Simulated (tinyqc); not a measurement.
Threshold-voltage variability of a planar MOSFET, analytic estimates: one step of the calculation.

Three independent sources add in quadrature: random dopants in the depleted layer, metal-gate grains of two orientations, and roughness of the two gate edges acting through the roll-off VT = VT(long) - Vr exp(-L/l). These are first-order estimates: no three-dimensional electrostatics, no percolation.

Task. Metal grains and edge roughness. Grains: Ng = L W/G^2 (at least 1), s2 = dW sqrt(p (1 - p)/Ng). Edges, with exponential correlation and u = W/La: the mean gate length has sL^2 = 2 De^2 (2/u)[1 - (1 - exp(-u))/u]; s3 = sL (Vr/l) exp(-L/l).

Parameters, values chosen for the exercise; material values close to those of germanium:
- L = 25 nm (gate length)
- W = 30 nm (gate width)
- G = 10 nm (metal grain size)
- dW = 0.1 eV (work-function difference of the two grain orientations)
- p = 0.3 (share of the orientation of higher work function)
- De = 1.9 nm (rms roughness of one gate edge)
- La = 20 nm (correlation length of the roughness)
- l = 7.1 nm (decay length of the threshold roll-off)
- Vr = 2.1 V (prefactor of the roll-off)

Wanted: Ng; s2; sL; dVT/dL; s3.

Result.

Ng = 7.500
s2 = 16.73 mV
sL = 2.154 nm
dVT/dL = 8.745 mV/nm
s3 = 18.84 mV

Numbers from tinyqc (`OMP_NUM_THREADS=1 python tinyqc.py 2090060 2090061 out.jsonl`; about 0.01 s on one thread of a shared Intel Xeon 2.30GHz).
